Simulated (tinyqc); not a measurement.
From results back to parameters: static screening by free carriers. Five cases, with inputs chosen for the exercise.

Problem. At zero temperature the gas shows Friedel oscillations of period pi/kF and a Thomas-Fermi length 1/qTF; n and m are hidden.

kF = (3 pi^2 n/Mv)^(1/3), EF = c kF^2/m with c = hbar^2/2m0, n in 1/angstrom^3 (1e-24 per 1/cm^3), e2 = e^2/(4 pi eps0). Thomas-Fermi: qTF^2 = 6 pi e2 n/(eps EF). Debye: qD^2 = 4 pi e2 n/(eps kB T).

Constants: hbar^2/2m0 = 3.80998211 eV angstrom^2; e^2/(4 pi eps0) = 14.39964547 eV angstrom.

Case 1.

Values chosen (out of a larger set: near those of GaN; not measured data): Mv = 1 (valleys); eps = 9.51 (background dielectric constant).

period = 36.2412 angstrom
1/qTF = 15.0240 angstrom

Case 2.

Values chosen (out of a larger set: near those of Si; not measured data): Mv = 6 (valleys); eps = 11.7 (background dielectric constant).

period = 28.5500 angstrom
1/qTF = 4.80427 angstrom

Case 3.

Values chosen (out of a larger set: near those of InP; not measured data): Mv = 1 (valleys); eps = 12.5 (background dielectric constant).

period = 112.270 angstrom
1/qTF = 48.2042 angstrom

Case 4.

Values chosen (out of a larger set: near those of Si; not measured data): Mv = 6 (valleys); eps = 11.7 (background dielectric constant).

period = 169.075 angstrom
1/qTF = 11.6259 angstrom

Case 5.

Values chosen (out of a larger set: near those of Ge; not measured data): Mv = 4 (valleys); eps = 15.9 (background dielectric constant).

period = 130.150 angstrom
1/qTF = 17.5862 angstrom

Find: kF; n; m.

Solution. kF = pi/period and n = Mv kF^3/(3 pi^2); qTF^2 = 2 e2 Mv m kF/(pi eps c) then gives m.

Case 1.

kF = 0.08669 1/angstrom
n = 2.20e+19 1/cm^3
m = 0.202 m0

Case 2.

kF = 0.1100 1/angstrom
n = 2.70e+20 1/cm^3
m = 0.319 m0

Case 3.

kF = 0.02798 1/angstrom
n = 7.40e+17 1/cm^3
m = 0.080 m0

Case 4.

kF = 0.01858 1/angstrom
n = 1.30e+18 1/cm^3
m = 0.323 m0

Case 5.

kF = 0.02414 1/angstrom
n = 1.90e+18 1/cm^3
m = 0.221 m0

Computed by tinyqc, one run a case: `OMP_NUM_THREADS=1 python tinyqc.py N N+1 out.jsonl` with N = 1651771, 1651797, 1651809, 1651849, 1651871; one thread of a shared Intel(R) Xeon(R) Processor @ 2.30GHz, about 0.01 s a run at most.
